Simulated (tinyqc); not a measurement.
Planar ballistic transistor, top-of-the-barrier model: two steps of the calculation.

At the top of the source barrier, states moving towards the drain are filled by the source (Fermi level 0) and states moving back by the drain (Fermi level -q Vd); nothing scatters. U is the shift of the band edge there, set by the capacitances CG, CD and CS (the total) and by the charge. Parabolic two-dimensional band; the source is grounded.

Values chosen for this exercise; mass and valleys close to those of silicon (two valleys):
- T = 350 K (temperature)
- m = 0.184 m0 (effective mass)
- gv = 2 (valley degeneracy)
- eox = 16 (relative permittivity of the gate insulator)
- tox = 2.4 nm (insulator thickness)
- aG = 0.88 (gate control CG/CS)
- aD = 0.067 (drain control CD/CS)
- E0 = 0.3 eV (band edge at the barrier top above the source Fermi level at zero bias)
- Vg = 0.5 V (gate voltage)
- Vd = 0.5 V (drain voltage)

Constants: q = 1.602176634e-19 C, kB = 1.380649e-23 J/K, hbar = 1.054571817e-34 J s, m0 = 9.1093837015e-31 kg, Vt = kB T/q, eps0 = 8.8541878128e-14 F/cm where lengths are in cm. Results are converted to the units shown.

Task 1. Density of states, capacitances and charge at zero bias. N0 = gv m kB T/(pi hbar^2), CG = eps0 eox/tox, vT = sqrt(2 kB T/(pi m)), CS = CG/aG, n0 = n at U = 0 and Vd = 0. eta1 = -(E0 + U)/Vt, eta2 = eta1 - Vd/Vt, n = (N0/2)[F_0(eta1) + F_0(eta2)], F_0(x) = ln(1 + exp x). UL = -(aG Vg + aD Vd).

Find: N0; CG; CS; n0; UL.

Result 1.

N0 = 4.6365e12 cm^-2
CG = 5.9028 uF/cm^2
CS = 6.7077 uF/cm^2
n0 = 2.2201e8 cm^-2
UL = -0.47350 eV

Task 2. Self-consistent potential at the barrier top. U(out) = UL + q (n - n0)/CS. U(new) = U + 0.5 (U(out) - U).

U after iteration 1 = -0.31414943 eV
N0 = 4.6364539e12 cm^-2
CS = 6.7077180 uF/cm^2
n0 = 2.2200649e8 cm^-2
UL = -0.4735 eV

Wanted: eta1; eta2; n; U(out); U after iteration 2.

Result 2.

eta1 = 0.4691
eta2 = -16.11
n = 2.214e12 cm^-2
U(out) = -0.4206 eV
U after iteration 2 = -0.3674 eV

Numbers from tinyqc (`OMP_NUM_THREADS=1 python tinyqc.py 2400033 2400034 out.jsonl`; about 0.01 s on one thread of a shared Intel Xeon 2.30GHz).
